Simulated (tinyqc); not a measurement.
# One-dimensional ballistic tunnel FET, two-band WKB: several studies

A p-type source for x < 0 with its Fermi level at 0 and its valence edge at ds; in the channel the bands fall as D exp(-x/lam) towards their flat values, with the conduction edge at Ec = ds - dP and D = dP + Eg. The gate moves dP one to one. The drain Fermi level lies at -Vd and the drain side reflects nothing. For w = E - Ec between 0 and dP an electron crosses the gap. Two-band dispersion with equal masses m: inside the gap kappa = sqrt(m u (1 - u/Eg)/C), u the distance from a band edge, C = hbar^2/(2 m0).

Parameters, values chosen for the exercise; band and dielectric values close to those of germanium:
```
symbol  value  unit                                           meaning
T         200     K                                       temperature
Eg      0.671    eV                                          band gap
m        0.04    m0              band-edge mass of the two-band model
lam       2.4    nm           screening length of the source junction
ds       0.05    eV  source valence edge above the source Fermi level
Vd        0.1     V                                        drain bias
g           2              number of degenerate subbands (spin apart)
dP       0.49    eV        tunnelling window Ev(source) - Ec(channel)
```

Constants: q = 1.602176634e-19 C, kB = 1.380649e-23 J/K, hbar = 1.054571817e-34 J s, h = 6.62607015e-34 J s, m0 = 9.1093837015e-31 kg, Vt = kB T/q, hbar^2/(2 m0) = 0.0380998212 eV nm^2. Results are converted to the units shown.

Each table varies one quantity; the others keep the values above.

## Transfer curve and swing

S(w) = 2 lam int_0^Eg kappa(u) du/(w + Eg - u) = 2 pi lam sqrt(m/(C Eg)) [w + Eg/2 - sqrt(w (w + Eg))], T(w) = exp(-S). I = g (2 q^2/h) int_0^dP T(w) [f(E) - f(E + Vd)] dw, E = ds - dP + w, f(x) = 1/(1 + exp(x/Vt)). Swing = d(dP)/d(log10 I).

Transfer curve and swing:
```
dP (eV)	T(w = dP)	I (uA)	swing (mV/decade)
0.0096	0.006841	4.565e-4	13.18
0.015	0.009114	0.001010	18.26
0.023	0.01254	0.002398	24.41
0.035	0.01789	0.006405	31.96
0.055	0.02742	0.02194	43.55
0.085	0.04285	0.08066	65.10
0.13	0.06763	0.2766	109.4
0.2	0.1077	0.7850	221.4
0.31	0.1697	1.731	455.5
0.48	0.2561	3.162	919.2
```

What does the comparison show?

I rises from 4.56e-4 to 3.16 uA and the swing rises from 13.2 to 919 mV/decade. The thermionic limit is Vt ln 10 = 39.7 mV/decade; the swing stays under it up to dP = 0.035 eV among the rows, where I is 0.00641 uA, 0.20 % of the last row. Leakage below the onset is not in the model. In 2 of the 10 rows S at w = dP is below 2, where a WKB prefactor of 1 is a rough guess.

## Effect of the screening length

Same model as above.

Results:
```
lam (nm)	T(w = dP)	I (uA)	swing (mV/decade)
1	0.5712	8.020	2262
2	0.3263	4.197	1138
3	0.1864	2.200	762.9
4	0.1065	1.155	575.5
5	0.06081	0.6076	462.9
6	0.03474	0.3201	387.9
8	0.01133	0.08926	294.0
```

Estimate the missing row, lam = 7 nm.

Computed row:
```
lam (nm)	T(w = dP)	I (uA)	swing (mV/decade)
7	0.01984	0.1689	334.2
```

With this row back in the table: I falls from 8.02 to 0.0893 uA, on average 0.279 decades a nanometre; S is proportional to lam, and at w = dP it gives 0.243. The swing falls from 2260 to 294 mV/decade. In 3 of the 8 rows S at w = dP is below 2, where a WKB prefactor of 1 is a rough guess.

## Effect of the band gap with the mass tied to it

Same model as above.

The mass follows the gap, m = 0.04 Eg/0.671 eV.

Results:
```
Eg (eV)	T(w = dP)	I (uA)	swing (mV/decade)
0.2	0.8513	12.62	5536
0.37	0.6141	8.593	2139
0.54	0.3925	5.142	1261
0.89	0.1194	1.357	672.5
1.06	0.06074	0.6456	549.6
1.23	0.02941	0.2927	466.1
1.4	0.01365	0.1274	406.0
```

Estimate the missing row, Eg = 0.71 eV.

Computed row:
```
Eg (eV)	T(w = dP)	I (uA)	swing (mV/decade)
0.71	0.2288	2.799	885.1
```

With this row back in the table: T(w = dP) falls from 0.851 to 0.0136 and I falls from 12.6 to 0.127 uA; the swing falls from 5540 to 406 mV/decade. With m/Eg fixed, S depends on the gap only through w + Eg/2 - sqrt(w (w + Eg)). For Eg = 0.2, 0.37, 0.54, 0.71 S at w = dP is below 2, where a WKB prefactor of 1 is a rough guess.

Range of the model: The two-band model describes a direct gap; phonon-assisted tunnelling across an indirect gap is left out.

Numbers from tinyqc (`OMP_NUM_THREADS=1 python tinyqc.py 2620091 2620092 out.jsonl`; about 0.01 s on one thread of a shared Intel Xeon 2.30GHz).
